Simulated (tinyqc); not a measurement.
# Worked calculation: electron continuity equation in a given potential, Scharfetter-Gummel discretisation

Program tinyqc, `OMP_NUM_THREADS=1 python tinyqc.py 2220011 2220012 out.jsonl`; Intel Xeon 2.30GHz, shared host, one thread, about 0.01 s. Printed values are rounded.

Steady state in one dimension: J = q mu n E + q D dn/dx with E = -dpsi/dx and D = mu Vt, dJ/dx = q (n/tau - G), fixed densities nL and nR at the ends. The potential is given, psi = U (x/L)^2, and is not changed by the electrons.

Parameters, values chosen for the exercise; mobility close to that of gallium nitride at room temperature:
- T = 350 K (temperature)
- mu = 1010 cm^2/(V s) (electron mobility)
- L = 0.54 um (length of the region)
- nL = 5.5e12 cm^-3 (density at x = 0)
- nR = 6.5e13 cm^-3 (density at x = L)
- tau = 1.1e-10 s (lifetime)
- G = 9.8e22 cm^-3 s^-1 (uniform generation rate)
- U = -1.2 V (potential difference psi(L) - psi(0))

Constants: q = 1.602176634e-19 C, kB = 1.380649e-23 J/K, Vt = kB T/q. Results are converted to the units shown.

Range of the model: The drift velocity mu E exceeds 1e7 cm/s somewhere, where real mobilities no longer stay constant.

## Potential on the mesh

12 equal intervals, h = L/12; psi = U (x/L)^2.

| node | psi (V) |
|---|---|
| 0 | 0.00000 |
| 1 | -0.00833 |
| 2 | -0.03333 |
| 3 | -0.07500 |
| 4 | -0.13333 |
| 5 | -0.20833 |
| 6 | -0.30000 |
| 7 | -0.40833 |
| 8 | -0.53333 |
| 9 | -0.67500 |
| 10 | -0.83333 |
| 11 | -1.00833 |
| 12 | -1.20000 |

## Bernoulli factors

d_i = (psi_(i+1) - psi_i)/Vt; B(d) = d/(exp(d) - 1), B(0) = 1. The flux on interval i is J_i = (q D/h) [n_(i+1) B(d_i) - n_i B(-d_i)].

| interval | d_i | B(d_i) | B(-d_i) |
|---|---|---|---|
| 0 | -0.27630 | 1.14450 | 0.868205 |
| 1 | -0.82889 | 1.47106 | 0.642163 |
| 2 | -1.38149 | 1.84495 | 0.463458 |
| 3 | -1.93409 | 2.26092 | 0.326830 |
| 4 | -2.48668 | 2.71231 | 0.225625 |
| 5 | -3.03928 | 3.19208 | 0.152803 |
| 6 | -3.59187 | 3.69362 | 0.101747 |
| 7 | -4.14447 | 4.21123 | 0.0667556 |
| 8 | -4.69707 | 4.74031 | 0.0432411 |
| 9 | -5.24966 | 5.27737 | 0.0277024 |
| 10 | -5.80226 | 5.81984 | 0.0175801 |
| 11 | -6.35486 | 6.36592 | 0.0110658 |

The largest |d_i| is 6.35, above 2, where central differences lose the sign pattern that keeps densities positive.

## Tridiagonal system for the inner nodes

Row i (1 to 11): B(-d_(i-1)) n_(i-1) + b_i n_i + B(d_i) n_(i+1) = f_i with b_i = -B(-d_i) - B(d_(i-1)) - h^2/(D tau) and f_i = -G h^2/D; the known end values are moved to the right: f_1 loses B(-d_0) nL and f_11 loses B(d_11) nR. h = L/12, D = mu Vt.

| node | diagonal b | right side f (cm^-3) |
|---|---|---|
| 1 | -1.79271 | -4.84027e12 |
| 2 | -1.94056 | -6.51462e10 |
| 3 | -2.17782 | -6.51462e10 |
| 4 | -2.49258 | -6.51462e10 |
| 5 | -2.87115 | -6.51462e10 |
| 6 | -3.29987 | -6.51462e10 |
| 7 | -3.76642 | -6.51462e10 |
| 8 | -4.26051 | -6.51462e10 |
| 9 | -4.77405 | -6.51462e10 |
| 10 | -5.30099 | -6.51462e10 |
| 11 | -5.83695 | -4.13850e14 |

## Densities and current

B(d_i) and B(-d_i) are the Bernoulli factors of the potential steps, b and f the diagonal and right side. Solve B(-d_(i-1)) n_(i-1) + b_i n_i + B(d_i) n_(i+1) = f_i (end values already in f), then J_i = (q D/h) [n_(i+1) B(d_i) - n_i B(-d_i)], h = L/12, D = mu Vt.

| node | n (cm^-3) |
|---|---|
| 0 | 5.5e12 |
| 1 | 3.54581e14 |
| 2 | 4.28821e14 |
| 3 | 3.27591e14 |
| 4 | 2.27619e14 |
| 5 | 1.69682e14 |
| 6 | 1.36513e14 |
| 7 | 1.14923e14 |
| 8 | 9.94707e13 |
| 9 | 8.77705e13 |
| 10 | 7.85723e13 |
| 11 | 7.11384e13 |
| 12 | 6.5e13 |

| interval | J (A/cm^2) |
|---|---|
| 0 | 434.962 |
| 1 | 437.216 |
| 2 | 439.956 |
| 3 | 442.032 |
| 4 | 443.453 |
| 5 | 444.495 |
| 6 | 445.319 |
| 7 | 446.002 |
| 8 | 446.583 |
| 9 | 447.088 |
| 10 | 447.532 |
| 11 | 447.928 |

Against a mesh 200 times finer the densities are off by at most 1.5 % of their local values.

## Three discretisations compared

12 equal intervals. Fluxes J_i = (q D/h)(n_(i+1) P_i - n_i Q_i), d_i = (psi_(i+1) - psi_i)/Vt: Scharfetter-Gummel P = B(d), Q = B(-d), B(d) = d/(exp(d) - 1); central P = 1 - d/2, Q = 1 + d/2; upwind P = 1 + max(-d, 0), Q = 1 + max(d, 0). Balance at each inner node: J_i - J_(i-1) = q h (n_i/tau - G). The reference is Scharfetter-Gummel on 2400 intervals.

Densities (cm^-3):

| node | Scharfetter-Gummel | central | upwind | reference |
|---|---|---|---|---|
| 0 | 5.500e12 | 5.500e12 | 5.500e12 | 5.500e12 |
| 1 | 3.546e14 | 3.680e14 | 3.137e14 | 3.495e14 |
| 2 | 4.288e14 | 4.466e14 | 3.884e14 | 4.227e14 |
| 3 | 3.276e14 | 3.295e14 | 3.306e14 | 3.230e14 |
| 4 | 2.276e14 | 2.195e14 | 2.493e14 | 2.247e14 |
| 5 | 1.697e14 | 1.643e14 | 1.869e14 | 1.677e14 |
| 6 | 1.365e14 | 1.340e14 | 1.461e14 | 1.352e14 |
| 7 | 1.149e14 | 1.134e14 | 1.199e14 | 1.140e14 |
| 8 | 9.947e13 | 9.855e13 | 1.020e14 | 9.883e13 |
| 9 | 8.777e13 | 8.720e13 | 8.907e13 | 8.735e13 |
| 10 | 7.857e13 | 7.826e13 | 7.920e13 | 7.833e13 |
| 11 | 7.114e13 | 7.100e13 | 7.138e13 | 7.103e13 |
| 12 | 6.500e13 | 6.500e13 | 6.500e13 | 6.500e13 |

Largest errors as a share of the largest reference density listed: Scharfetter-Gummel 1.4 %, central 5.7 %, upwind 8.5 %. The largest |d| is 6.35. Upwinding stays positive but acts as if D were larger by the factor 1 + |d|/2, up to 4.18 here.
